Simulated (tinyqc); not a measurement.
Field from the level spacing.

Problem. In a triangular well E_k = a_k (C F^2/mz1)^(1/3), a_1 = 2.338107, a_2 = 4.087949, C = hbar^2/(2 m0), F in eV/nm (1 MV/cm = 0.1 eV/nm). Find F, E_1, the mean distance 2 E_1/(3 F) of the lowest level and the sheet charge eps0 eps_r F/q behind such a field.

Inputs (values chosen for the exercise):
```
symbol,value,unit,meaning
eps_r,11.7,,relative permittivity
mz1,0.314,m0,mass along z of valley set A (4 valley(s))
```

Constants: q = 1.602176634e-19 C, hbar = 1.054571817e-34 J s, m0 = 9.1093837015e-31 kg, eps0 = 8.8541878128e-14 F/cm where lengths are in cm, hbar^2/(2 m0) = 0.0380998212 eV nm^2. Results are converted to the units shown.

spacing of the two lowest levels = 156.79195 meV

Solution. The spacing over a_2 - a_1 is the energy scale (C F^2/mz1)^(1/3), which gives F.

F = 0.770 MV/cm
E_1 = 210 meV
mean distance = 1.81 nm
sheet charge over q = 4.98e12 cm^-2

Program tinyqc, `OMP_NUM_THREADS=1 python tinyqc.py 2160009 2160010 out.jsonl`; Intel Xeon 2.30GHz, shared host, one thread, about 0.8 s.
